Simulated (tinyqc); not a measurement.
Convergence with the mesh: density of states of one tight-binding band of a chain.

E(k) = -2 t cos(2 pi k) - 2 t2 cos(4 pi k); k in fractions of the reciprocal vectors, mesh k_i = j/N with j = 0 .. N-1. Densities are per cell and per spin, so the band holds one state.

Each interval of the mesh is a segment with E linear in k: n = (E - e1)/(e2 - e1), g = 1/(e2 - e1) between its end values.

Gaussian broadening: g(E) = mean over the mesh of exp(-(E - E_k)^2/(2 sigma^2))/(sigma sqrt(2 pi)), n(E) = mean of erfc((E_k - E)/(sigma sqrt 2))/2.

Values chosen for the exercise: t = 0.46 eV (nearest hopping); t2 = 0.03 eV (second hopping); E = 0.23 eV (energy at which the density is wanted); sigma = 0.138 eV (Gaussian width).

At the energy E; the plain count is the share of mesh points below E; the reference is the linear method with N = 4000.

Results:

| N | points | g linear | n linear | g Gaussian | n Gaussian | n plain count |
|---|---|---|---|---|---|---|
| 8 | 8 | 0.4233 | 0.5720 | 0.3454 | 0.5980 | 0.6250 |
| 16 | 16 | 0.3737 | 0.5635 | 0.3505 | 0.5636 | 0.5625 |
| 32 | 32 | 0.3573 | 0.5607 | 0.3787 | 0.5627 | 0.5312 |
| 64 | 64 | 0.3638 | 0.5607 | 0.3787 | 0.5627 | 0.5469 |
| 128 | 128 | 0.3676 | 0.5607 | 0.3787 | 0.5627 | 0.5547 |
| 256 | 256 | 0.3696 | 0.5607 | 0.3787 | 0.5627 | 0.5586 |

reference n and g: 0.5607  0.3707

The linear n(E) stays within 0.002 of the reference from N = 32 on. The Gaussian g stays within 1 % of its last value from N = 32 on; it tends to the broadened curve, not the true one. At the last mesh it lies +0.008 1/eV from the reference g and the linear g -0.001. The plain count errs by -0.0021 at the last mesh.

Computed by tinyqc, a small Python program: `OMP_NUM_THREADS=1 python tinyqc.py 1650788 1650789 out.jsonl` (the numbers bound the seed that draws the inputs); one thread of a shared host (Intel(R) Xeon(R) Processor @ 2.30GHz), about 0.01 s for the whole set of steps.
